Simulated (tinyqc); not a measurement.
Narrowing against degeneracy: heavy doping: gap narrowing, degeneracy and the minority density.

F_j(eta) = (1/Gamma(j + 1)) integral_0^infinity x^j dx/(1 + exp(x - eta)), which tends to exp(eta) for eta << 0.

Empirical narrowing (Slotboom form, constants chosen for the exercise; published fits of this form give the apparent narrowing, here it is taken as the true one): dEg = E0 [ln(N/N0) + sqrt(ln(N/N0)^2 + C)].

Majority: N = Nv F_1/2(eta), eta the distance of EF beyond the majority band edge in kT. Degeneracy factor gam = F_1/2(eta)/exp(eta). ni0^2 = Nc Nv exp(-Eg/kT); product n p = ni0^2 gam exp(dEg/kT), dEg the true narrowing; apparent narrowing dEa = dEg + kT ln gam; minority density = n p/N.

Constants: kB = 8.617333262e-05 eV/K.

Parameters, chosen for this exercise (gap and densities of states near those of Si at this temperature; narrowing constants near the fits for Si; shifted at random, so the results belong to these values and not to a real crystal):
- Eg = 1.134 eV (gap)
- Nc = 2.8e+19 1/cm^3 (conduction-band density of states)
- Nv = 1.17e+19 1/cm^3 (valence-band density of states)
- T = 300 K
- E0 = 7.78 meV (narrowing scale)
- N0 = 1.6e+17 1/cm^3 (onset density)
- C = 0.5 (smoothing constant)

N takes the values listed; the last column is N over the factor gam exp(dEg/kT), the doping that a simple model would need to give the same minority density.

Results:

| N (1/cm^3) | eta | gam | dEg (meV) | dEa (meV) | minority (1/cm^3) | effective doping (1/cm^3) |
|---|---|---|---|---|---|---|
| 4.0e+16 | -5.68 | 0.999 | 1.3 | 1.3 | 767 | 3.81e+16 |
| 1.0e+17 | -4.76 | 0.997 | 2.9 | 2.9 | 326 | 8.95e+16 |
| 4.0e+17 | -3.36 | 0.988 | 16.1 | 15.8 | 134 | 2.17e+17 |
| 1.0e+18 | -2.43 | 0.970 | 29.5 | 28.8 | 88.7 | 3.29e+17 |
| 4.0e+18 | -0.95 | 0.887 | 50.7 | 47.6 | 45.9 | 6.35e+17 |
| 1.0e+19 | 0.14 | 0.742 | 64.8 | 57.1 | 26.5 | 1.10e+18 |
| 4.0e+19 | 2.39 | 0.315 | 86.3 | 56.4 | 6.46 | 4.52e+18 |
| 9.0e+19 | 4.52 | 0.0836 | 98.8 | 34.7 | 1.24 | 2.35e+19 |
| 2.0e+20 | 7.92 | 0.00623 | 111.2 | -20.1 | 0.0671 | 4.35e+20 |

dEg grows steadily to 111.2 meV, while the apparent value peaks at 57.1 meV for N = 1e+19 and falls to -20.1 meV as the Fermi level enters the band (a negative value is not met in measurements: parabolic bands with a fixed mass overstate the filling). N grows by a factor 25 from the third to the sixth row and the effective doping by 5.1: net of degeneracy, narrowing takes away 80 % of the factor gained by heavier doping.

tinyqc: `OMP_NUM_THREADS=1 python tinyqc.py 1650074 1650075 out.jsonl`; about 0.01 s, one thread, shared Intel(R) Xeon(R) Processor @ 2.30GHz.
